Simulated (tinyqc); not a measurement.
Front-illuminated p-i-n photodiode, quantum efficiency and bandwidth: efficiency and bandwidth against the diameter.

Light enters through a p layer (0 to xp), a depleted layer (xp to xp + wi) and a thick n substrate, decaying as exp(-al x); one pass, no back reflection. Carriers made in the depleted layer are all collected; those in the neutral layers diffuse.

k = al Ln, s = S Ln/Dn, e = exp(-al xp); front layer f1 = (k/(k^2 - 1)) {[s + k - e (s cosh(xp/Ln) + sinh(xp/Ln))]/[s sinh(xp/Ln) + cosh(xp/Ln)] - k e}; depleted layer f2 = e (1 - exp(-al wi)); substrate f3 = e exp(-al wi) al Lp/(1 + al Lp); external efficiency (1 - Rf)(f1 + f2 + f3); responsivity = efficiency q lam/(h c). Drift response for pairs made in the depleted layer, a = al wi, g = 1 - exp(-a), u = 2 pi i f, te = wi/ve, th = wi/vh: electrons He = [g - a (exp(-a) - exp(-u te))/(u te - a)]/(u te g), holes Hh = [g - a (1 - exp(-a - u th))/(a + u th)]/(u th g); C = eps0 eps_r pi (dia/2)^2/wi + Cp; total |He + Hh|/sqrt(1 + (2 pi f RL C)^2), for the current of the depleted layer alone. Limits are the frequencies at which each factor falls to 1/sqrt(2); inverse-square sum (f_transit^-2 + f_RC^-2)^(-1/2); the diffusion currents f1 and f3 are left out of the bandwidth.

Values chosen for this exercise; values close to those of germanium at this wavelength: wavelength lam = 1550 nm; absorption coefficient al = 1480 1/cm; reflectance of the front face Rf = 0.02; relative permittivity eps_r = 16.7; thickness of the front p layer xp = 0.26 um; thickness of the depleted layer wi = 17 um; electron diffusion coefficient in the p layer Dn = 12 cm^2/s; electron diffusion length in the p layer Ln = 0.21 um; recombination velocity of the front surface S = 5e5 cm/s; hole diffusion length in the thick n substrate Lp = 4.8 um; electron drift velocity ve = 5.74e6 cm/s; hole drift velocity vh = 4.23e6 cm/s; load resistance RL = 50 ohm; parasitic capacitance Cp = 30 fF.

Constants: q = 1.602176634e-19 C, h = 6.62607015e-34 J s, c = 299792458 m/s, eps0 = 8.8541878128e-14 F/cm where lengths are in cm. Results are converted to the units shown.

The same in every row: f2 = 0.8845; f1 + f3 = 0.05415; responsivity (A/W) = 1.150; transit limit (GHz) = 1.689.

Results:
```
dia (um),RC limit (GHz),3 dB bandwidth (GHz),inverse-square sum (GHz),bandwidth x (1 - Rf) f2 (GHz)
5,105.5,1.688,1.688,1.463
10,103.7,1.688,1.688,1.463
20,97.25,1.688,1.688,1.463
100,32.38,1.685,1.686,1.461
200,10.50,1.659,1.667,1.438
500,1.832,1.192,1.242,1.033
1000,0.4639,0.4424,0.4473,0.3835
```

Estimate the missing row, dia = 50 um.

Computed row:
```
dia (um),RC limit (GHz),3 dB bandwidth (GHz),inverse-square sum (GHz),bandwidth x (1 - Rf) f2 (GHz)
50,67.61,1.688,1.688,1.463
```

With this row back in the table: As dia goes from 5 to 1000, the responsivity stays at 1.15 A/W and the bandwidth falls from 1.69 to 0.442 GHz. The RC limit is the lower one for dia = 1000, the transit limit elsewhere. Adding inverse squares of the two limits is within 4.2 % of the full result.

Program tinyqc, `OMP_NUM_THREADS=1 python tinyqc.py 2250015 2250016 out.jsonl`; Intel Xeon 2.30GHz, shared host, one thread, about 0.01 s.
